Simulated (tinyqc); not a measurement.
Coupled-perturbed Hartree-Fock on RHF in the 3-21g basis, for H2, spin multiplicity 1, step by step. The polarisability along this axis is zero because the basis has no function that the field can mix in; the real value is not. One step of it, computed by the program tinyqc.

Question. Iteration 1: diagonalisation and new density. Diagonalise F' = X^T F X, C = X C', fill 1 alpha and 1 beta electrons from the bottom; D = 2 C_occ C_occ^T. Each column has its largest component positive (the first on a tie).

Fock matrix F (hartree), order 1H 1s, 1H 2s, 2H 1s, 2H 2s:
```
[[0.089394, -0.508451, -0.506618, -0.510566],
 [-0.508451, -0.386497, -0.510566, -0.431230],
 [-0.506618, -0.510566, 0.089394, -0.508451],
 [-0.510566, -0.431230, -0.508451, -0.386497]]
```

X, order 1H 1s, 1H 2s, 2H 1s, 2H 2s:
```
[[-0.684719, 0.806790, 0.801156, 0.270900],
 [1.954950, -0.659517, 0.280604, 0.331393],
 [0.684719, 0.806790, -0.801156, 0.270900],
 [-1.954950, -0.659517, -0.280604, 0.331393]]
```

Give: F' = X^T F X; orbital energies; coefficients C; D after iteration 1.

Answer.

F' = X^T F X (hartree):
```
[[0.8895, 0.0000, -0.5990, 0.0000],
 [0.0000, 0.9143, 0.0000, -0.0057],
 [-0.5990, 0.0000, 0.7740, 0.0000],
 [0.0000, -0.0057, 0.0000, -0.6068]]
```

orbital energies (hartree): [-0.6068, 0.2300, 0.9143, 1.4335]

coefficients C, order 1H 1s, 1H 2s, 2H 1s, 2H 2s:
```
[[0.2739, 0.1327, 0.8058, -1.0455],
 [0.3289, 1.5221, -0.6608, 1.2585],
 [0.2739, -0.1327, 0.8058, 1.0455],
 [0.3289, -1.5221, -0.6608, -1.2585]]
```

D after iteration 1, order 1H 1s, 1H 2s, 2H 1s, 2H 2s:
```
[[0.1501, 0.1802, 0.1501, 0.1802],
 [0.1802, 0.2164, 0.1802, 0.2164],
 [0.1501, 0.1802, 0.1501, 0.1802],
 [0.1802, 0.2164, 0.1802, 0.2164]]
```
